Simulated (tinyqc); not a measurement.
Scale length and length offset from two DIBL values.

Problem. DIBL = exp(-Le/(2 l)) + 2 exp(-Le/l) with Le = L - dL. Find l, dL and the drawn length for a DIBL of 100 mV/V.

DIBL at drawn lengths 110 and 170 nm (mV/V): 100.66062  22.932866

Solution. With e = exp(-Le/(2 l)), 2 e^2 + e = DIBL gives e and so Le/l at each length; Le/l is a straight line in L with slope 1/l.

l = 22.0 nm
dL = 2.00 nm
length for 100 mV/V = 110 nm

Numbers from tinyqc (`OMP_NUM_THREADS=1 python tinyqc.py 2002040 2002041 out.jsonl`; about 0.01 s on one thread of a shared Intel Xeon 2.30GHz).
